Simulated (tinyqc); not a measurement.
# Resistance of a source-drain extension with a graded tip: what changes with what

y runs along the channel, the gate covers y > 0. The doping is N0 for y < y0 and N0 10^(-(y - y0)/la) beyond, uniform over the depth xj. Sheet conductance s(y) = q mu(N) max(N - Nch, 0) xj + (for y > 0) ma Cox Vo, with mu(N) = u0 + (u1 - u0)/(1 + (N/Nr)^au) and Cox = eps0 eox/tox. Current is taken as one-dimensional; depletion of the tip, spreading and the contact are left out. The metallurgical junction lies at yj, where N = Nch.

Parameters, values chosen for the exercise; mobility law close to that of electrons in silicon:
- eox = 25.5 (relative permittivity of the gate insulator (close to zirconium oxide))
- tox = 5.7 nm (insulator thickness)
- N0 = 2.4e20 cm^-3 (active doping of the extension far from the gate)
- la = 3.5 nm/decade (lateral abruptness)
- y0 = -0.5 nm (position under the gate where the fall begins (gate edge at 0))
- xj = 14 nm (depth of the extension)
- Nch = 3.5e18 cm^-3 (channel doping)
- Ls = 10 nm (spacer length)
- Vo = 0.66 V (gate overdrive)
- ma = 85 cm^2/(V s) (mobility of the gate-induced layer)
- u1 = 1414 cm^2/(V s) (mobility at low doping)
- u0 = 68.5 cm^2/(V s) (mobility at high doping)
- Nr = 9.2e16 cm^-3 (reference doping)
- au = 0.711 (exponent)
- Lg = 60 nm (gate length)

Constants: q = 1.602176634e-19 C, eps0 = 8.8541878128e-14 F/cm where lengths are in cm. Results are converted to the units shown.

Each table varies one quantity; the others keep the values above.

## Abruptness at a fixed junction position

R_spacer = integral of dy/s from -Ls to 0, R_ov from 0 to yj, R_channel = (Lg - 2 yj)/(ma Cox Vo), R_total = 2 R_spacer + 2 R_ov + R_channel. Electrical length L_eff = ma Cox dR_total/d(1/Vo); R_series = R_total - L_eff/(ma Cox Vo). y0 is moved with la so that yj stays at 5.9265 nm.

The same in every row: yj (nm) = 5.927; R_channel (ohm um) = 216.7.

Results:
```
la (nm/decade)  R_spacer (ohm um)  R_ov (ohm um)  R_total (ohm um)  L_eff (nm)  R_series (ohm um)
1                           2.565          4.062             229.9       48.94              9.689
2.9                         2.565          9.047             239.9       50.38              13.18
3.8                         2.668          11.32             244.6       51.06              14.89
4.8                         3.370          13.37             250.1       51.76              17.20
5.7                         4.571          14.83             255.5       52.34              19.91
6.6                         6.268          16.00             261.2       52.86              23.32
7.6                         8.675          17.05             268.1       53.37              27.96
```

Estimate the missing row, la = 1.9 nm/decade.

Computed row:
```
la (nm/decade)  R_spacer (ohm um)  R_ov (ohm um)  R_total (ohm um)  L_eff (nm)  R_series (ohm um)
1.9                         2.565          6.424             234.6       49.62              11.34
```

With this row back in the table: As la goes from 1 to 7.6 nm/decade, R_total rises from 230 to 268 ohm um, R_spacer rises from 2.57 to 8.68 ohm um and R_ov rises from 4.06 to 17.1 ohm um. R_total changes on average by 5.79 ohm um for each nm/decade. L_eff exceeds the metallurgical length by 0.792 nm in the first row and 5.22 nm in the last, since the gate also controls the lightly doped tips.

## Effect of the depth of the extension

Same model as above.

The same in every row: yj (nm) = 5.927; R_channel (ohm um) = 216.7.

Effect of the depth of the extension:
```
xj (nm)  R_spacer (ohm um)  R_ov (ohm um)  R_total (ohm um)  L_eff (nm)  R_series (ohm um)
4                    9.057          16.61             268.0       53.41              27.65
5.6                  6.469          14.99             259.6       52.64              22.69
7.7                  4.705          13.43             252.9       51.96              19.13
11                   3.293          11.72             246.7       51.26              16.03
15                   2.415          10.29             242.1       50.72              13.84
21                   1.725          8.824             237.8       50.20              11.84
29                   1.249          7.526             234.2       49.79              10.18
40                  0.9057          6.352             231.2       49.43              8.720
```

Read the table: what changes, and by how much?

As xj goes from 4 to 40, R_total falls from 268 to 231 ohm um, L_eff falls from 53.4 to 49.4 nm and R_series falls from 27.6 to 8.72 ohm um.

Computed by the program tinyqc: `OMP_NUM_THREADS=1 python tinyqc.py 2282192 2282193 out.jsonl`, one thread of a shared Intel Xeon 2.30GHz, about 0.03 s for the whole run.
